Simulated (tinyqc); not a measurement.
Strain-driven crossing of the Gamma and L valleys in a germanium-like crystal: one step. The strain tensor for a biaxial (110) load.

Biaxial loads: e0 is the in-plane strain e_par and the normal is free. (001): e_perp = -2 (C12/C11) e_par; exx = eyy = e_par, ezz = e_perp, no shear. (111): e_perp = -(2 C11 + 4 C12 - 4 C44)/(C11 + 2 C12 + 4 C44) e_par; exx = eyy = ezz = (2 e_par + e_perp)/3 and exy = eyz = ezx = (e_perp - e_par)/3. (110): e_perp = -(C11 + 3 C12 - 2 C44)/(C11 + C12 + 2 C44) e_par; exx = eyy = (e_par + e_perp)/2, ezz = e_par, exy = (e_perp - e_par)/2, eyz = ezx = 0. Uniaxial loads: a stress along n, scaled so that n.e.n = e0, with exx = s11 sxx + s12 (syy + szz), exy = s44 sxy/2, s11 = (C11 + C12)/((C11 - C12)(C11 + 2 C12)), s12 = -C12/((C11 - C12)(C11 + 2 C12)), s44 = 1/C44.

Parameters, chosen for this exercise (near those of Ge, gaps at low temperature; the results hold for these values, not for the real material): C11 = 130.7 GPa; C12 = 48.5 GPa; C44 = 67.3 GPa; load = biaxial (110) (kind of strain); e0 = 0.0038 (size of the strain).

Question. Form the tensor and its trace.

Give: strain tensor in the cubic axes; tr(e).

Answer.

strain tensor in the cubic axes:
```
           x          y         z
x   0.001043  -0.002757  0.000000
y  -0.002757   0.001043  0.000000
z   0.000000   0.000000  0.003800
```

tr(e) = 0.005885

(tinyqc, `OMP_NUM_THREADS=1 python tinyqc.py 1050497 1050498 out.jsonl`, Intel(R) Xeon(R) Processor @ 2.30GHz, 1 thread, shared host, about 0.01 s.)
